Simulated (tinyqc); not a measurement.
# Surface Green function of a zigzag honeycomb ribbon two chains wide, Sancho-Rubio decimation: effect of the broadening

A semi-infinite lead of cells 0, 1, 2, ... with H0 inside a cell and H1 = <cell i|H|cell i + 1>. Cell of four sites joined 1-2-3-4 by -t; site 2 joins site 1 of the next cell and site 3 joins site 4 of the next cell. z = E + i eta.

Start with e_s = e = H0, a = H1, b = H1^dagger. Each round: g = (z - e)^(-1); e_s <- e_s + a g b; e <- e + a g b + b g a; a <- a g a; b <- b g b (all with the old a, b). Round k joins cells 2^k apart. Stop when the largest entry of the matrices a and b is below 1e-12 eV; g_s = (z - e_s)^(-1), bulk (z - e)^(-1), density of states -Im Tr/pi. The last column counts the steps of the plain recursion g <- (z - H0 - H1 g H1^dagger)^(-1), one cell a step from g = (z - H0)^(-1), until no entry changes by more than 1e-8 1/eV.

Values chosen for this exercise:
- E = -4.43 eV (energy)

H0 (eV):
```
	1	2	3	4
1	0	-2.5	0	0
2	-2.5	0	-2.5	0
3	0	-2.5	0	-2.5
4	0	0	-2.5	0
```

H1 (eV):
```
	1	2	3	4
1	0	0	0	0
2	-2.5	0	0	0
3	0	0	0	-2.5
4	0	0	0	0
```

Effect of the broadening:
```
eta (eV)	rounds	surface density of states (1/eV)	plain steps
0.8	7	0.25930	22
0.2	9	0.27862	87
0.1	10	0.28040	174
0.05	11	0.28128	348
0.03	11	0.28165	580
0.01	13	0.28203	1740
```

The rounds go from 7 to 13 and the plain steps from 22 to 1740. Inside a band the plain recursion needs a number of steps that grows as 1/eta, the decimation only as log2(1/eta). The density of states tends to 0.2822 1/eV as eta goes to zero; the first row is 8.1 % below that and the last 0.070 % below it.

Computed by the program tinyqc: `OMP_NUM_THREADS=1 python tinyqc.py 2680018 2680019 out.jsonl`, one thread of a shared Intel Xeon 2.30GHz, about 0.05 s for the whole run.
